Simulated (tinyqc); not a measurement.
# Pinning factor and decay constant from two barriers

Question. phiB = S (phiM - chi) + (1 - S)(Eg - E0) with S = 1/(1 + (1/S0 - 1) exp(-be ti)). Find S0, S at the given thickness and be.

Parameters, values chosen for the exercise; semiconductor values close to those of gallium arsenide; interlayer mass of the order of that in aluminium oxide, offset chosen freely:
```
symbol  value  unit                                         meaning
Eg       1.41    eV                                        band gap
chi      3.99    eV                               electron affinity
E0       0.52    eV  charge-neutrality level above the valence band
phiM     4.43    eV                             metal work function
```

phiB at ti = 0, 0.3 nm (eV): 0.84635000  0.82171659

Answer. Each barrier gives its S by linear interpolation between the pinned and the unpinned value; the ratio of the two values of 1/S - 1 is exp(be ti).

S0 = 0.0970
S = 0.152
be = 1.70 1/nm

Computed by the program tinyqc: `OMP_NUM_THREADS=1 python tinyqc.py 2270089 2270090 out.jsonl`, one thread of a shared Intel Xeon 2.30GHz, about 0.02 s for the whole run.
